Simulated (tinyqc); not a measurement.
# Worked calculation: MOS inversion layer, Poisson-Schroedinger loop

Computed by the program tinyqc: `OMP_NUM_THREADS=1 python tinyqc.py 2160137 2160138 out.jsonl`, one thread of a shared Intel Xeon 2.30GHz, about 0.7 s for the whole run. Printed values are rounded.

Electrons confined at an insulator interface at z = 0, treated as a hard wall; parabolic valleys, Hartree approximation, no image or exchange terms. The depletion charge lies far deeper than the electrons and gives a uniform field q Nd/(eps0 eps_r); the gate balances all charge. Energies are counted from the band edge at the interface.

Inputs (values chosen for the exercise); masses and permittivity close to those of silicon (100):
```
symbol   value   unit                                     meaning
T           77      K                                 temperature
eps_r     11.9                              relative permittivity
mz1      0.927     m0  mass along z of valley set A (2 valley(s))
md1      0.192     m0    in-plane density-of-states mass of set A
mz2      0.192     m0  mass along z of valley set B (4 valley(s))
md2      0.415     m0    in-plane density-of-states mass of set B
Ns      6.5e11  cm^-2                  sheet density of electrons
Nd      1.4e12  cm^-2           sheet density of depletion charge
dE           0     eV               extra shift of set B (strain)
hz        0.81     nm                                   mesh step
a          0.3                                      mixing factor
```

Constants: q = 1.602176634e-19 C, kB = 1.380649e-23 J/K, hbar = 1.054571817e-34 J s, m0 = 9.1093837015e-31 kg, Vt = kB T/q, eps0 = 8.8541878128e-14 F/cm where lengths are in cm, hbar^2/(2 m0) = 0.0380998212 eV nm^2. Results are converted to the units shown.

## Fixed part of the potential

z, node 1 to 18 (nm): [0.81, 1.62, 2.43, 3.24, 4.05, 4.86, 5.67, 6.48, 7.29, 8.1, 8.91, 9.72, 10.53, 11.34, 12.15, 12.96, 13.77, 14.58]

V0 = q Nd z/(eps0 eps_r) in eV.

fixed potential V0, node 1 to 18 (eV): [0.0172436, 0.0344872, 0.0517308, 0.0689744, 0.0862180, 0.1034616, 0.1207051, 0.1379487, 0.1551923, 0.1724359, 0.1896795, 0.2069231, 0.2241667, 0.2414103, 0.2586539, 0.2758975, 0.2931411, 0.3103847]

## Round 1: levels and probability densities

self-consistent potential U at the start, node 1 to 18 (eV): [0, 0, 0, 0, 0, 0, 0, 0, 0, 0, 0, 0, 0, 0, 0, 0, 0, 0]

Tridiagonal Hamiltonian with psi = 0 one step beyond both ends: H_ii = C (1/m_(i-1/2) + 1/m_(i+1/2))/hz^2 + V0_i + U_i (+ dE for the set B), H_(i,i+1) = -C/(m_(i+1/2) hz^2), C = hbar^2/(2 m0). The lowest 2 level(s) of each valley set are kept, normalised to hz sum |psi|^2 = 1. The mass is the same on all intervals.

levels (eV): A1 0.0609574, A2 0.1050321, B1 0.1041470, B2 0.1812643
|psi|^2 of A1, node 1 to 18 (1/nm): [0.2829028, 0.4797080, 0.3143472, 0.1198157, 0.0309480, 0.0058730, 0.0008614, 0.0001011, 0.0000098, 0.0000008, 0.0000001, 0.0000000, 0.0000000, 0.0000000, 0.0000000, 0.0000000, 0.0000000, 0.0000000]
|psi|^2 of A2, node 1 to 18 (1/nm): [0.2384817, 0.0854512, 0.0542418, 0.3135448, 0.3188774, 0.1598683, 0.0506044, 0.0113116, 0.0019048, 0.0002522, 0.0000271, 0.0000024, 0.0000002, 0.0000000, 0.0000000, 0.0000000, 0.0000000, 0.0000000]
|psi|^2 of B1, node 1 to 18 (1/nm): [0.0663002, 0.1944736, 0.2734516, 0.2644366, 0.1986843, 0.1230767, 0.0650814, 0.0300554, 0.0123197, 0.0045369, 0.0015153, 0.0004625, 0.0001298, 0.0000337, 0.0000081, 0.0000018, 0.0000004, 0.0000000]
|psi|^2 of B2, node 1 to 18 (1/nm): [0.0632277, 0.1343502, 0.0922614, 0.0122909, 0.0151728, 0.1014489, 0.1865449, 0.2105211, 0.1764267, 0.1190456, 0.0675775, 0.0331664, 0.0143344, 0.0055234, 0.0019090, 0.0005878, 0.0001533, 0.0000260]

## Round 1: Fermi level and occupations

Level k holds N_k = D_k Vt ln(1 + exp((EF - E_k)/Vt)) with D = 2 md1 m0 q/(pi hbar^2) for the set A, D = 4 md2 m0 q/(pi hbar^2) for the set B per eV (spin included); EF is fixed by sum N_k = Ns.

EF = 0.05972033 eV
N_k (cm^-2): A1 6.431629e11, A2 1.151142e9, B1 5.685883e9, B2 51005.25

## Round 1: density, output potential and mixing

n_i = sum_k N_k |psi_k|^2 (converted to cm^-3). Hartree part by Gauss: on the interval before node i the electrons still beyond are S_i = Ns - hz sum_(j<i) n_j, and U_i = U_(i-1) + q S_i hz/(eps0 eps_r) in eV, U_0 = 0 at the interface. Mixing: U(new) = U + a (U(out) - U).

n, node 1 to 18 (in units of 1e18 cm^-3): [1.826041, 3.097346, 2.037938, 0.789255, 0.214014, 0.046612, 0.009823, 0.002490, 0.000785, 0.000266, 0.000087, 0.000026, 0.000007, 0.000002, 0.000000, 0.000000, 0.000000, 0.000000]
U(out), node 1 to 18 (eV): [0.00800595, 0.01419013, 0.01728419, 0.01834508, 0.01861855, 0.01867851, 0.01869197, 0.01869562, 0.01869679, 0.01869718, 0.01869730, 0.01869734, 0.01869735, 0.01869735, 0.01869735, 0.01869735, 0.01869735, 0.01869735]
U after round 1, node 1 to 18 (in units of 1e-3 eV): [2.401786, 4.257039, 5.185258, 5.503524, 5.585565, 5.603553, 5.607590, 5.608686, 5.609038, 5.609154, 5.609191, 5.609202, 5.609205, 5.609206, 5.609206, 5.609206, 5.609206, 5.609206]

## Course of the self-consistent loop

Start from U = 0. Stop when the largest |U(out) - U| is below 1e-7 eV, or after 60 rounds. From round 2 on: Anderson mixing of depth m keeps the last m inputs V and residuals F = V(out) - V(in), fits c by least squares to F = dF c over their successive differences dF, dV, and sets V(new) = V + a F - (dV + a dF) c. Here m = 3.

Course of the iteration:
```
round  level A1 (eV)     EF (eV)  largest |U(out) - U| (eV)
1         0.06095740  0.05972033                     0.0187
2         0.06516607  0.06394010                     0.0127
3         0.07415912  0.07295322                    3.26e-4
4         0.07442113  0.07321422                    3.72e-5
5         0.07442528  0.07321819                    1.26e-6
6         0.07442527  0.07321817                    8.60e-7
7         0.07442522  0.07321813                    1.27e-8
```

Converged in 7 rounds.

## Converged levels, occupations and centroid

converged U, node 1 to 18 (eV): [0.00800596, 0.01386456, 0.01655221, 0.01739832, 0.01760005, 0.01764120, 0.01764990, 0.01765218, 0.01765291, 0.01765314, 0.01765322, 0.01765324, 0.01765325, 0.01765325, 0.01765325, 0.01765325, 0.01765325, 0.01765325]

Solve for the levels with V0 + U, find EF, n_i = sum_k N_k |psi_k|^2 (in cm^-3); share of each level N_k/Ns; centroid sum n z/sum n.

levels (eV): A1 0.0744252, A2 0.1204231, B1 0.1203417, B2 0.1979144
EF = 0.07321813 eV
shares (%): A1 99.28412, A2 0.13316, B1 0.58272, B2 0.00000
n, node 1 to 18 (in units of 1e18 cm^-3): [2.152383, 3.178367, 1.845843, 0.645897, 0.160951, 0.032533, 0.006429, 0.001565, 0.000486, 0.000163, 0.000053, 0.000016, 0.000004, 0.000001, 0.000000, 0.000000, 0.000000, 0.000000]
centroid = 1.786062 nm

An 800-node mesh to 25 nm with 8 levels a set gives A1 = 0.07576 eV, EF = 0.07456 eV and a centroid of 1.850 nm; the levels kept above hold 100 % of the electrons there. The coarse centroid is 3.5 % below the fine one.

## Closed-form estimates

Triangular well: E_k = a_k (C F^2/mz)^(1/3), a_1 = 2.338107, a_2 = 4.087949, C = hbar^2/(2 m0), F in eV/nm. Fang-Howard (all electrons in the lowest level of set A): b^3 = 6 (mz1/C) q (Nd + 11 Ns/32)/(eps0 eps_r), centroid 3/b, level C b^2/(4 mz1) + (3/b) q (Nd + 11 Ns/16)/(eps0 eps_r). Use F = q (Nd + Ns)/(eps0 eps_r), the surface field, and F = q (Nd + Ns/2)/(eps0 eps_r).

A1 with the surface field = 0.07992045 eV
A1 with Nd + Ns/2 = 0.07123303 eV
A2 with Nd + Ns/2 = 0.1245439 eV
b = 1.533155 1/nm
Fang-Howard centroid = 1.956749 nm
Fang-Howard level = 0.07910462 eV

Against the self-consistent A1 = 0.07576 eV on a fine mesh, the surface-field estimate is 5.5 % above it, the half-charge one 6.0 % below it and Fang-Howard 4.4 % above it. A1 holds 99.3 % of the electrons, and the Fang-Howard centroid is 5.8 % above the full one.
